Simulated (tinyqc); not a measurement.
Strained alloy layer of InP and GaP on (001) GaAs, model-solid band line-up: gaps, strain and offsets against composition.

The layer is x parts of the first compound and 1 - x of the second, grown coherently on the third as substrate and barrier. Rows of the table: lattice constant a, average valence level Ea on an absolute scale, spin-orbit splitting so, gaps at Gamma, X and L, hydrostatic deformation potentials av and ac (Gamma), shear potential b, elastic constants, electron and heavy-hole (along z) masses. All are interpolated linearly in x; gaps get -C x (1 - x), taken wholly in the conduction band; real line-ups can differ from this model by 0.1 eV or more.

In-plane strain e = (a_substrate - a)/a, e_z = -2 (c12/c11) e, volume change 2 e + e_z. With v = 2 e + e_z and d = 2 b (e_z - e): Eav = Ea + av v; E_hh = Eav + so/3 - d/2; E_lh = Eav - so/6 + d/4 + sqrt(so^2 + so d + 9 d^2/4)/2; E_c = Ea + so/3 + EG + ac v (Gamma). Substrate: E_v = Ea + so/3, E_c = E_v + EG. Well depths: dEc = E_c(substrate) - E_c, dEhh = E_hh - E_v(substrate), dElh likewise; strained Gamma gap E_c - max(E_hh, E_lh); positive values confine carriers in the layer. Matthews-Blakeslee for 60-degree dislocations in a single layer: hc = k (ln(hc/bv) + 1), k = bv (1 - nu/4)/(4 pi |e| (1 + nu)), nu = c12/(c11 + c12), bv = a/sqrt(2); the larger root. The valence offset is the larger of dEhh and dElh; a dash marks |e| under 0.02 % or no root.

Values chosen for this exercise: bowing of the Gamma gap CG = 0.65 eV; bowing of the X gap CX = 0.2 eV; bowing of the L gap CL = 1.03 eV.

Binary compounds, values chosen for the exercise:
```
,close to InP,close to GaP,close to GaAs
a (angstrom),5.869,5.451,5.653
Ea (eV),-7.04,-7.4,-6.92
so (eV),0.111,0.0805,0.336
EG (eV),1.35,2.79,1.41
EX (eV),2.16,2.25,1.89
EL (eV),1.92,2.64,1.7
av (eV),1.29,1.68,1.16
ac (eV),-5,-7.17,-7.12
b (eV),-1.68,-1.8,-1.69
c11 (GPa),100,140,118
c12 (GPa),55.6,61.1,53.3
me (m0),0.0789,0.13,0.0672
mh (m0),0.534,0.329,0.352
```

Gaps, strain and offsets against composition:
```
x,e (%),relaxed Gamma gap (eV),lower of X and L gaps (eV),strained Gamma gap (eV),E_hh - E_lh (meV),dEc (eV),valence offset (eV),hc (nm)
0.25,1.755,2.308,2.190,2.055,-157.4,-0.2997,-0.3448,4.21
0.31,1.298,2.205,2.179,2.024,-112.9,-0.2540,-0.3600,6.40
0.38,0.7694,2.090,2.124,1.989,-63.21,-0.2037,-0.3751,12.8
0.44,0.3209,1.996,2.069,1.957,-24.21,-0.1632,-0.3840,38.1
0.5,-0.1237,1.907,2.022,1.913,8.097,-0.1251,-0.3777,119
0.56,-0.5643,1.823,1.983,1.846,30.16,-0.08961,-0.3468,19.0
0.62,-1.001,1.744,1.951,1.782,42.90,-0.05661,-0.3155,9.07
0.69,-1.506,1.657,1.923,1.710,51.24,-0.02135,-0.2784,5.22
0.75,-1.934,1.588,1.907,1.650,55.77,0.006060,-0.2461,3.65
```

What does the table show?

The relaxed Gamma gap falls from 2.31 to 1.59 eV and the strained one falls from 2.05 to 1.65 eV. The lattice matches the substrate at x = 0.483; the heavy hole is on top where the layer is compressed (e < 0) and the light hole where it is stretched. The relaxed alloy turns direct at x = 0.327. dEc rises from -0.300 to 0.00606 eV and the valence offset goes from -0.345 through a minimum of -0.384 (at x = 0.44 among the rows listed) to -0.246 eV. At the largest strain listed, -1.93 %, strain changes the gap by 61.9 meV. For x = 0.25, 0.31 the lowest conduction valley of the relaxed alloy is X or L, so the gap and dEc listed hold for Gamma only.

Program tinyqc, `OMP_NUM_THREADS=1 python tinyqc.py 2690078 2690079 out.jsonl`; Intel Xeon 2.30GHz, shared host, one thread, about 0.01 s.
